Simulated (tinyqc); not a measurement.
Inside a calculation. Model: diffused layer (Gaussian), carriers, mobility and sheet resistance.

Program tinyqc, `OMP_NUM_THREADS=1 python tinyqc.py 2110152 2110153 out.jsonl`; Intel Xeon 2.30GHz, shared host, one thread, about 0.01 s. Printed values are rounded.

An n-type layer from the surface x = 0 to the junction xj, N(x) = N0 exp(-(x/Ld)^2). Local neutrality (no depletion at surface or junction, no spilling of carriers), intrinsic carriers neglected, full ionisation of active dopants.

Values chosen for this exercise; values close to those of phosphorus in germanium over a p-type background: temperature T = 250 K; background doping of the opposite type Nb = 2.6e16 cm^-3; peak chemical concentration N0 = 4.5e19 cm^-3; mobility limit at high doping m1 = 148 cm^2/(V s); mobility limit at low doping, at 300 K m2 = 3800 cm^2/(V s); reference doping of the mobility law Nr = 2.59e17 cm^-3; exponent of the mobility law am = 0.572; temperature exponent of m2 bt = 2.4; solubility limit of active dopant Ns = 4.95e19 cm^-3; diffusion length 2 sqrt(D t) Ld = 91 nm.

Constants: q = 1.602176634e-19 C. Results are converted to the units shown.

## Junction depth and local values

xj = Ld sqrt(ln(N0/Nb)); 14 equal steps from 0 to xj. Active dopant A = min(N, Ns); n = A - Nb; mobility mu = m1 + (m2 (T/300 K)^(-bt) - m1)/(1 + ((A + Nb)/Nr)^am).

xj = 248.487 nm
x, point 0 to 14 (nm): [0.000, 17.749, 35.498, 53.247, 70.996, 88.745, 106.494, 124.244, 141.993, 159.742, 177.491, 195.240, 212.989, 230.738, 248.487]
N, point 0 to 14 (cm^-3): [4.5e19, 4.33202e19, 3.86479e19, 3.19535e19, 2.44831e19, 1.73849e19, 1.14402e19, 6.97674e18, 3.94301e18, 2.06519e18, 1.00242e18, 4.50916e17, 1.87974e17, 7.26202e16, 2.6e16]
A, point 0 to 14 (cm^-3): [4.5e19, 4.33202e19, 3.86479e19, 3.19535e19, 2.44831e19, 1.73849e19, 1.14402e19, 6.97674e18, 3.94301e18, 2.06519e18, 1.00242e18, 4.50916e17, 1.87974e17, 7.26202e16, 2.6e16]
n, point 0 to 14 (in units of 1e19 cm^-3): [4.49740, 4.32942, 3.86219, 3.19275, 2.44571, 1.73589, 1.14142, 0.69507, 0.39170, 0.20392, 0.09764, 0.04249, 0.01620, 0.00466, 0.00000]
mu, point 0 to 14 (cm^2/(V s)): [433.259, 439.212, 457.784, 491.235, 543.762, 622.194, 737.030, 903.689, 1143.36, 1481.60, 1940.75, 2521.07, 3173.53, 3789.71, 4249.02]

The mobility runs from 433 to 4250 cm^2/(V s).

## Sheet quantities by the trapezoid rule

Dose = integral of N, carrier sheet density = integral of n, 1/Rs = q integral of n mu, mean mobility 1/(q Rs sheet density), Hall mobility (unit Hall factor) = integral of n mu^2 over integral of n mu, Hall sheet density = (integral of n mu)^2/integral of n mu^2; all from 0 to xj.

dose = 3.6287e14 cm^-2
carrier sheet density = 3.6222e14 cm^-2
Rs = 31.377 ohm/square
mean mobility = 549.17 cm^2/(V s)
Hall mobility = 646.68 cm^2/(V s)
Hall sheet density = 3.0760e14 cm^-2

Carriers make up 99.8 % of the dose. A Hall measurement weights the mobile tail, so its sheet density is 15 % below the true one. With 4000 steps Rs = 31.37 ohm/square; the coarse value is within 0.01 % of it.
